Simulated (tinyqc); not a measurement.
Long-channel MOSFET, surface-potential model: two steps of the calculation.

n-channel transistor on a uniformly doped p-type body, gradual-channel approximation, constant mobility, Boltzmann statistics, full ionisation. Potentials are counted from the neutral body; V is the electron quasi-Fermi potential, Vsb at the source and Vsb + Vds at the drain. Charges are magnitudes per area.

Inputs (values chosen for the exercise); material values those of a made-up semiconductor:
- T = 300 K (temperature)
- Vfb = -0.79 V (flat-band voltage)
- Vsb = 2 V (source-body reverse bias)
- Vgs = 1.89 V (gate-source voltage)

Constants: q = 1.602176634e-19 C, kB = 1.380649e-23 J/K, Vt = kB T/q. Results are converted to the units shown.

Question 1. Surface potential at the source by Newton steps. With V = Vsb: G = psi - Vt + Vt e, e = exp((psi - 2 phiF - Vsb)/Vt); f = Vgs + Vsb - Vfb - psi - gamma sqrt(G); f' = -1 - gamma (1 + e)/(2 sqrt(G)); psi(new) = psi - f/f'.

psi at the start (the smaller of 2 phiF + Vsb + 4 Vt and the root without inversion charge) = 2.8343100 V
phiF = 0.36545167 V
gamma = 0.76479322 V^0.5

Wanted: G; f; f'; psi after iteration 1.

Answer 1.

G = 4.220 V
f = 0.2746 V
f' = -11.35
psi after iteration 1 = 2.859 V

Question 2. Inversion charge along the channel. The surface potential psi at channel potential V solves Vgs + Vsb - Vfb - psi = gamma sqrt(G), G = psi - Vt + Vt exp((psi - 2 phiF - V)/Vt). Charge sheet: Qi = Cox gamma [sqrt(G) - sqrt(psi - Vt)]. Pao-Sah: Qi = (Cox gamma/2) integral from 3 Vt to psi of exp((u - 2 phiF - V)/Vt)/sqrt(G(u, V)) du.

V, point 0 to 8 (V): 2  2.0062500  2.0125000  2.0187500  2.025  2.0312500  2.0375000  2.0437500  2.05
phiF = 0.36545167 V
Cox = 0.31341014 uF/cm^2
gamma = 0.76479322 V^0.5

Give: psi; Qi, charge sheet; Qi, Pao-Sah.

Answer 2.

```
point  psi (V)  Qi, charge sheet (nC/cm^2)  Qi, Pao-Sah (nC/cm^2)
0       2.8528                      169.67                 170.38
1       2.8586                      167.41                 168.12
2       2.8645                      165.16                 165.85
3       2.8703                      162.91                 163.59
4       2.8762                      160.66                 161.33
5       2.8820                      158.41                 159.07
6       2.8879                      156.16                 156.82
7       2.8937                      153.92                 154.56
8       2.8996                      151.68                 152.31
```

At the source the charge-sheet charge is 0.42 % below the Pao-Sah one.

Program tinyqc, `OMP_NUM_THREADS=1 python tinyqc.py 2360009 2360010 out.jsonl`; Intel Xeon 2.30GHz, shared host, one thread, about 0.04 s.
